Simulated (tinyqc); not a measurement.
Effective mass of the heavy-hole band from tabulated energies: one step. Least squares over all points. Two cases, with inputs chosen for the exercise.

Task: Fit E = a k^2 (a = sum k^2 E/sum k^4), then E = a k^2 + b k^4 from the normal equations; E in eV; m = c/a.

c = hbar^2/2m0. A uniform scatter of up to 0.1 meV has been added to mimic numerical noise.
Constants: hbar^2/2m0 = 3.80998211 eV angstrom^2.

Case 1.

Energies along [110], from the band edge downward:
```
k (1/angstrom)    E (meV)
0.0000000        0.000000
0.0093000        0.407700
0.0186000        2.004300
0.0279000        4.440800
0.0372000        7.844100
0.0465000       12.103400
0.0558000       17.090100
0.0651000       22.892600
0.0744000       29.061200
```

reference mass (curvature of the model at k = 0.0001 1/angstrom) = 0.6507525 m0

Case 2.

Energies along [110], from the band edge downward:
```
k (1/angstrom)    E (meV)
0.0000000        0.000000
0.0140000        0.837200
0.0280000        3.215500
0.0420000        6.995200
0.0560000       12.005500
0.0700000       17.688200
0.0840000       24.080900
0.0980000       30.914000
0.1120000       37.825300
```

reference mass (curvature of the model at k = 0.0001 1/angstrom) = 0.9205252 m0

Give: sums of k^4, k^6, k^8; sums of k^2 E, k^4 E; a, one term; a and b, two terms; m, one and two terms.

Result:

Case 1.

sums of k^4, k^6, k^8: [6.5619e-05, 2.8918e-07, 1.3813e-09]

sums of k^2 E, k^4 E: [0.00035231, 1.5418e-06]

a, one term = 5.3690 eV angstrom^2

a and b, two terms: [5.813, -100.7]

m, one and two terms (m0): [0.70963, 0.65544]

The parabola over all points errs by +9.0 % because the weights k^4 favour the outer points; the second term brings the error to +0.7 %.

Case 2.

sums of k^4, k^6, k^8: [0.00033699, 3.3654e-06, 3.6429e-08]

sums of k^2 E, k^4 E: [0.0010806, 1.0569e-05]

a, one term = 3.2068 eV angstrom^2

a and b, two terms: [3.998, -79.27]

m, one and two terms (m0): [1.18810, 0.95287]

The parabola over all points errs by +29.1 % because the weights k^4 favour the outer points; the second term brings the error to +3.5 %.

Computed by tinyqc, one run a case: `OMP_NUM_THREADS=1 python tinyqc.py N N+1 out.jsonl` with N = 1880672, 1881052; one thread of a shared Intel(R) Xeon(R) Processor @ 2.30GHz, about 0.01 s a run at most.
